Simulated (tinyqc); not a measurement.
Optical gain and spontaneous emission in a bulk direct-gap semiconductor: one step. Absorption of the empty crystal. Five cases, with inputs chosen for the exercise.

Question. Evaluate at E for heavy and light holes.

Parabolic bands, vertical transitions, no excitons. For each hole band j: mr = me mj/(me + mj); joint density of states J_j(E) = (mr/c)^(3/2) sqrt(E - Eg)/(2 pi^2), both spins, c = hbar^2/2m0; averaged matrix element |e.p|^2 = m0 Ep/6; alpha_j(E) = 4 pi^2 alpha_f c Ep J_j/(3 nr E) in 1/angstrom (alpha_f the fine-structure constant, listed as alpha among the constants), times 1e8 for 1/cm.

Constants: hbar^2/2m0 = 3.80998211 eV angstrom^2; fine-structure constant alpha = 0.007297352564.

Give: mr, J and alpha of each hole band.

Case 1.

Values chosen (near those of GaAs; the results hold for these values, not for the real material):
- Eg = 1.466 eV (direct gap)
- me = 0.0695 m0 (electron mass)
- mhh = 0.522 m0 (heavy-hole mass)
- mlh = 0.0787 m0 (light-hole mass)
- Ep = 25.7 eV (Kane energy)
- nr = 3.6 (refractive index)
- E = 1.501 eV (photon energy)

Answer.

mr, J and alpha of each hole band:
```
hole   mr (m0)  J (1/(eV angstrom^3))  alpha (1/cm)
heavy  0.06133              1.936e-05        3368.6
light  0.03691              9.036e-06        1572.4
```

The heavy-hole band gives 68 % of the total, 4941 1/cm.

Case 2.

Values chosen (near those of InGaAs; the results hold for these values, not for the real material):
- Eg = 0.766 eV (direct gap)
- me = 0.0412 m0 (electron mass)
- mhh = 0.444 m0 (heavy-hole mass)
- mlh = 0.0517 m0 (light-hole mass)
- Ep = 23.9 eV (Kane energy)
- nr = 3.52 (refractive index)
- E = 0.798 eV (photon energy)

Answer.

mr, J and alpha of each hole band:
```
hole   mr (m0)  J (1/(eV angstrom^3))  alpha (1/cm)
heavy  0.03770              8.921e-06        2777.0
light  0.02293              4.231e-06        1317.0
```

The heavy-hole band gives 68 % of the total, 4094 1/cm.

Case 3.

Values chosen (near those of GaAs; the results hold for these values, not for the real material):
- Eg = 1.429 eV (direct gap)
- me = 0.0666 m0 (electron mass)
- mhh = 0.491 m0 (heavy-hole mass)
- mlh = 0.0843 m0 (light-hole mass)
- Ep = 24.9 eV (Kane energy)
- nr = 3.54 (refractive index)
- E = 1.461 eV (photon energy)

Answer.

mr, J and alpha of each hole band:
```
hole   mr (m0)  J (1/(eV angstrom^3))  alpha (1/cm)
heavy  0.05865              1.731e-05        3048.5
light  0.03721              8.745e-06        1540.5
```

The heavy-hole band gives 66 % of the total, 4589 1/cm.

Case 4.

Values chosen (near those of GaN; the results hold for these values, not for the real material):
- Eg = 3.509 eV (direct gap)
- me = 0.1958 m0 (electron mass)
- mhh = 1.46 m0 (heavy-hole mass)
- mlh = 0.3069 m0 (light-hole mass)
- Ep = 16.5 eV (Kane energy)
- nr = 2.59 (refractive index)
- E = 3.546 eV (photon energy)

Answer.

mr, J and alpha of each hole band:
```
hole   mr (m0)  J (1/(eV angstrom^3))  alpha (1/cm)
heavy  0.17265              9.400e-05        6178.7
light  0.11954              5.415e-05        3559.7
```

The heavy-hole band gives 63 % of the total, 9738 1/cm.

Case 5.

Values chosen (near those of InGaAs; the results hold for these values, not for the real material):
- Eg = 0.754 eV (direct gap)
- me = 0.041 m0 (electron mass)
- mhh = 0.467 m0 (heavy-hole mass)
- mlh = 0.0533 m0 (light-hole mass)
- Ep = 23.2 eV (Kane energy)
- nr = 3.5 (refractive index)
- E = 0.795 eV (photon energy)

Answer.

mr, J and alpha of each hole band:
```
hole   mr (m0)  J (1/(eV angstrom^3))  alpha (1/cm)
heavy  0.03769              1.009e-05        3079.0
light  0.02317              4.866e-06        1484.4
```

The heavy-hole band gives 67 % of the total, 4563 1/cm.

Computed by tinyqc, one run a case: `OMP_NUM_THREADS=1 python tinyqc.py N N+1 out.jsonl` with N = 1650008, 1650028, 1650031, 1650498, 1650564; one thread of a shared Intel(R) Xeon(R) Processor @ 2.30GHz, about 0.09 s a run at most.
